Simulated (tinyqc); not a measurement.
# p-type polysilicon, carrier trapping at grain boundaries: effects of single changes

One-dimensional grains of size Lg, uniform ionised doping N, monovalent traps Qt at each boundary at a depth Et below (for electrons) or above (for holes) the band edge there, abrupt depletion of width W on each side of a boundary, Boltzmann statistics. xi is the distance from the band edge at the grain centre to the Fermi level. Trapped charge Qt/(1 + exp((xi + VB - Et)/Vt)) = 2 N W, barrier VB = q N W^2/(2 eps0 eps_r).

Parameters, values chosen for the exercise; values of the order met in polycrystalline silicon: temperature T = 300 K; relative permittivity eps_r = 11.7; valence-band density of states at T NB = 2.65e19 cm^-3; grain size Lg = 40 nm; trap density of a grain boundary Qt = 2.8e12 cm^-2; depth of the trap level from the majority band edge at the boundary Et = 0.42 eV; mass for thermionic emission ms = 0.39 m0; correction factor of the emission rate fe = 0.25; mobility inside the grains mug = 240 cm^2/(V s); doping N = 3.1e17 cm^-3.

Constants: q = 1.602176634e-19 C, kB = 1.380649e-23 J/K, m0 = 9.1093837015e-31 kg, Vt = kB T/q, eps0 = 8.8541878128e-14 F/cm where lengths are in cm. Results are converted to the units shown.

Each table varies one quantity; the others keep the values above.

## Effect of the doping

If the trap equation with xi = Vt ln(NB/N) has a root W < Lg/2, the grain is partly depleted; otherwise W = Lg/2 and the trap equation gives xi = Et - VB + Vt ln(Qt/(N Lg) - 1). N* = Qt/Lg. n0 = NB exp(-xi/Vt); mean density n0 (1 - 2 W/Lg) by charge balance in a partly depleted grain, and n0 (sqrt(pi)/2) erf(u)/u with u = sqrt(VB/Vt) in a fully depleted one; v = sqrt(kB T/(2 pi ms m0)); barrier resistivity Vt exp(VB/Vt)/(q fe n0 v Lg); grain resistivity (1 - 2 W/Lg)/(q n0 mug); effective mobility 1/(q mean density total resistivity). Rows with xi above 0.45 V, towards mid-gap, are left out, since the other carrier type is ignored.

Result of one run:
```
N (cm^-3),N/N*,depleted share 2 W/Lg,VB (V),xi (V),mean density (cm^-3),resistivity (ohm cm),effective mobility (cm^2/(V s))
2.1e17,0.30000,1.0000,0.064957,0.37695,6.7189e12,37495,24.775
```

What becomes of these results when the doping N is changed from 2.1e17 to 1.3e18 cm^-3, all else the same?

Result of the changed run:
```
N (cm^-3),N/N*,depleted share 2 W/Lg,VB (V),xi (V),mean density (cm^-3),resistivity (ohm cm),effective mobility (cm^2/(V s))
1.3e18,1.8571,0.53837,0.11655,0.077938,6.0011e17,2.6249,3.9623
```

The whole series:
```
N (cm^-3),N/N*,depleted share 2 W/Lg,VB (V),xi (V),mean density (cm^-3),resistivity (ohm cm),effective mobility (cm^2/(V s))
1.2e17,0.17143,1.0000,0.037118,0.42361,1.3641e12,77667,58.914
2.1e17,0.30000,1.0000,0.064957,0.37695,6.7189e12,37495,24.775
3.9e17,0.55714,1.0000,0.12063,0.29343,1.2762e14,12773,3.8291
7.1e17,1.0143,0.97553,0.20900,0.093575,1.7376e16,171.12,2.0991
1.3e18,1.8571,0.53837,0.11655,0.077938,6.0011e17,2.6249,3.9623
2.4e18,3.4286,0.29166,0.063151,0.062088,1.7000e18,0.18724,19.608
4.4e18,6.2857,0.15909,0.034447,0.046418,3.7000e18,0.037238,45.300
8e18,11.429,0.087500,0.018946,0.030963,7.3000e18,0.012710,67.269
```

As N goes from 1.2e17 to 8e18, VB goes from 0.0371 through a maximum of 0.209 (at N = 7.1e17 among the rows listed) to 0.0189 V, the resistivity falls from 77700 to 0.0127 ohm cm and the effective mobility goes from 58.9 through a minimum of 2.10 (at N = 7.1e17 among the rows listed) to 67.3 cm^2/(V s). The steepest fall of the resistivity among the rows, as N^(-7.2), lies between N = 3.9e17 and 7.1e17 cm^-3; N* = 7.00e17 cm^-3. While the grain is fully depleted VB grows as N; once the traps are full it falls as 1/N. For N = 2.4e18, 4.4e18, 8e18 xi is under 2.5 Vt, where Boltzmann statistics begin to fail. For N = 8e18 VB is below Vt, where abrupt depletion and thermionic emission are rough. For N = 7.1e17 the grain is near the changeover between partial and full depletion, within a few Debye lengths, where both limits are rough.

## Effect of the grain size

Same model as above.

N* = Qt/Lg.

Result of one run:
```
Lg (nm),N/N*,depleted share 2 W/Lg,VB (V),xi (V),mean density (cm^-3),resistivity (ohm cm),effective mobility (cm^2/(V s))
160,1.7714,0.42441,0.27635,0.11500,1.7843e17,1326.2,0.026375
```

What becomes of these results when the grain size Lg is changed from 160 to 290 nm, all else the same?

Result of the changed run:
```
Lg (nm),N/N*,depleted share 2 W/Lg,VB (V),xi (V),mean density (cm^-3),resistivity (ohm cm),effective mobility (cm^2/(V s))
290,3.2107,0.23416,0.27635,0.11500,2.3741e17,731.75,0.035927
```

The whole series:
```
Lg (nm),N/N*,depleted share 2 W/Lg,VB (V),xi (V),mean density (cm^-3),resistivity (ohm cm),effective mobility (cm^2/(V s))
17,0.18821,1.0000,0.017320,0.44047,8.6103e11,1.6308e5,44.451
31,0.34321,1.0000,0.057593,0.37918,6.4781e12,39678,24.282
53,0.58679,1.0000,0.16834,0.24259,7.7354e14,8540.3,0.94479
94,1.0407,0.72240,0.27635,0.11500,8.6056e16,2257.3,0.032130
160,1.7714,0.42441,0.27635,0.11500,1.7843e17,1326.2,0.026375
290,3.2107,0.23416,0.27635,0.11500,2.3741e17,731.75,0.035927
500,5.5357,0.13581,0.27635,0.11500,2.6790e17,424.45,0.054890
```

As Lg goes from 17 to 500, VB rises from 0.0173 to 0.276 V, the resistivity falls from 1.63e5 to 424 ohm cm and the effective mobility goes from 44.5 through a minimum of 0.0264 (at Lg = 160 among the rows listed) to 0.0549 cm^2/(V s). For Lg = 17 VB is below Vt, where abrupt depletion and thermionic emission are rough.

Numbers from tinyqc (`OMP_NUM_THREADS=1 python tinyqc.py 2830226 2830227 out.jsonl`; about 0.01 s on one thread of a shared Intel Xeon 2.30GHz).
